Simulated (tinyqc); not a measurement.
## Modulation-doped quantum well, Poisson-Schroedinger loop: effect of the share of the donors on the left side

A well of width L centred at z = 0 between barriers Vb; effective-mass electrons, parabolic bands. The electrons come from donor sheets outside the mesh, a share fL of Ns on the left and the rest on the right, so the structure is neutral. Energies are counted from the band edge of the well, with U = 0 on the first node in the Hartree part.

Schroedinger equation -C d/dz (1/m) dpsi/dz + (V0 + U) psi = E psi, C = hbar^2/(2 m0), on a fine mesh (400 intervals across the well) with hard walls 3.78 nm outside the well edges (to within half a fine step); the lowest 2 levels are kept. V0 = 0 in the well and Vb outside, plus q Fz z (1 kV/cm = 1e-4 eV/nm). N_k = D Vt ln(1 + exp((EF - E_k)/Vt)), D = md m0 q/(pi hbar^2), sum N_k = Ns; n = sum N_k |psi_k|^2. dU/dz = q (fL Ns - integral of n from the left)/(eps0 eps_r). The loop is converged to 1e-9 eV; shares under 0.001 % are printed as 0.

Values chosen for this exercise; material values those of a made-up well:
- T = 4.2 K (temperature)
- mw = 0.039 m0 (mass along z in the well)
- mb = 0.0936 m0 (mass along z in the barriers)
- md = 0.0393 m0 (in-plane mass)
- Vb = 0.524 eV (barrier height)
- eps_r = 14.9 (relative permittivity (all layers))
- L = 7.56 nm (well width)
- Ns = 4e11 cm^-2 (sheet density of electrons)
- Fz = -48 kV/cm (applied field along z)

Constants: q = 1.602176634e-19 C, kB = 1.380649e-23 J/K, hbar = 1.054571817e-34 J s, m0 = 9.1093837015e-31 kg, Vt = kB T/q, eps0 = 8.8541878128e-14 F/cm where lengths are in cm, hbar^2/(2 m0) = 0.0380998212 eV nm^2. Results are converted to the units shown.

The same in every row: EF - E1 (meV) = 24.4; share of E2 (%) = 0.

Effect of the share of the donors on the left side:
```
fL,E2 - E1 (meV),centroid (nm),charge in the barriers (%),range of U in the well (meV)
0,226,0.256,4.72,17.2
0.2,226,0.221,4.69,11.1
0.4,225,0.187,4.67,6.60
0.6,225,0.153,4.65,7.60
0.8,225,0.119,4.64,12.5
1,225,0.0841,4.63,18.8
```

As fL goes from 0 to 1, E2 - E1 stays near 225 meV, EF - E1 stays at 24.4 meV and the share of E2 stays at 0 %. EF stays below E2 throughout. The centroid falls from 0.256 to 0.0841 nm. In every row E2 or EF lies over 150 meV above E1, where non-parabolicity matters for so light a mass.

Program tinyqc, `OMP_NUM_THREADS=1 python tinyqc.py 2140110 2140111 out.jsonl`; Intel Xeon 2.30GHz, shared host, one thread, about 0.2 s.
